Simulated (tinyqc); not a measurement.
# Input admittance of a MOSFET at zero drain bias: distributed channel and distributed gate: what changes with what

Source and drain grounded, strong inversion, w = 2 pi f, Cox = eps0 eox/tox. The channel is an RC line of resistance 1/(mu Cox Vo) per square fed from both ends, so one finger has the intrinsic admittance y = i w Cox L tanh(g)/g per width, g = (1/2) sqrt(i w tau), tau = L^2/(mu Vo). The vertical resistance rv/L is in series with y, the overlaps 2 i w Cov in parallel: y_t = 1/(1/y + rv/L) + 2 i w Cov. The gate strip is a line of Rsh/L per length loaded by y_t, so a finger has Y = y_t Wf tanh(k)/k, k = (Wf/sd) sqrt(y_t Rsh/L); the device has Nf Y.

Values chosen for this exercise; values of the order met in silicon radio-frequency transistors:
```
symbol  value        unit                                                                 meaning
eox       7.4              relative permittivity of the gate insulator (close to silicon nitride)
tox       8.5          nm                                                     insulator thickness
L         1.5          um                                                          channel length
Wf        7.5          um                                                            finger width
Nf         16                                                                   number of fingers
mu        300  cm^2/(V s)                                                        channel mobility
Vo       0.33           V                                                          gate overdrive
Rsh        33  ohm/square                                            sheet resistance of the gate
rv          0    ohm um^2                                  vertical resistivity of the gate stack
sd          1                                       number of ends at which a finger is contacted
Cov       0.2       fF/um                             overlap and fringe capacitance on each side
f         1.1         GHz                                                               frequency
```

Constants: eps0 = 8.8541878128e-14 F/cm where lengths are in cm. Results are converted to the units shown.

Each table varies one quantity; the others keep the values above.

## Input impedance against frequency

Low-frequency limits, with c = Cox L and ct = c + 2 Cov: R_strip = Rsh Wf/(3 sd^2 L Nf), R_ch = (c/ct)^2 L/(12 mu Cox Vo Wf Nf), R_vert = (c/ct)^2 rv/(L Wf Nf), C = ct Wf Nf. Z = 1/(Nf Y) = R + 1/(i w C), Q = |Im Z|/R, far-point signal |1/cosh k|.

The same in every row: low-frequency R (ohm) = 16.19.

Results:
```
f (GHz)	w tau	|k|	R (ohm)	C (fF)	Q	signal at the far point
0.01	0.01428	0.03050	16.19	1436	684.8	1.000
0.03	0.04284	0.05282	16.19	1435	228.3	1.000
0.08	0.1142	0.08626	16.19	1435	85.60	1.000
0.6	0.8568	0.2358	16.18	1434	11.43	0.9978
2	2.856	0.4233	16.13	1416	3.483	0.9781
4	5.712	0.5704	15.96	1364	1.828	0.9326
10	14.28	0.7496	14.98	1114	0.9541	0.8350
30	42.84	0.9448	11.00	606.4	0.7954	0.7441
```

Estimate the missing row, f = 0.2 GHz.

Computed row:
```
f (GHz)	w tau	|k|	R (ohm)	C (fF)	Q	signal at the far point
0.2	0.2856	0.1364	16.19	1435	34.25	0.9998
```

With this row back in the table: R falls from 16.2 to 11.0 ohm and C falls from 1440 to 606 fF. Q goes as f^(-1.00) between the first two rows and f^(-0.17) between the last two, where w tau = 42.8 and |k| = 0.945. The low-frequency limits hold both R and C within 5 % up to f = 4 GHz among the rows.

## Effect of the gate overdrive

Same model as above.

Effect of the gate overdrive:
```
Vo (V)	w tau	|k|	R (ohm)	low-frequency R (ohm)	C (fF)	Q	signal at the far point
0.2	2.5918	0.31492	24.404	24.479	1420.3	4.1743	0.98932
0.35	1.4810	0.31820	15.445	15.461	1430.3	6.5497	0.99323
0.5	1.0367	0.31905	11.847	11.854	1432.8	8.5237	0.99494
0.65	0.79748	0.31938	9.9080	9.9118	1433.7	10.185	0.99589
0.8	0.64795	0.31955	8.6953	8.6979	1434.2	11.602	0.99649
0.95	0.54565	0.31964	7.8654	7.8673	1434.5	12.824	0.99690
1.1	0.47124	0.31970	7.2617	7.2632	1434.7	13.888	0.99720
1.25	0.41469	0.31974	6.8028	6.8041	1434.8	14.824	0.99743
```

What does the comparison show?

As Vo goes from 0.2 to 1.25, R falls from 24.4 to 6.80 ohm, C rises from 1420 to 1430 fF and Q rises from 4.17 to 14.8. Only the channel term depends on Vo.

Computed by the program tinyqc: `OMP_NUM_THREADS=1 python tinyqc.py 2262226 2262227 out.jsonl`, one thread of a shared Intel Xeon 2.30GHz, about 0.01 s for the whole run.
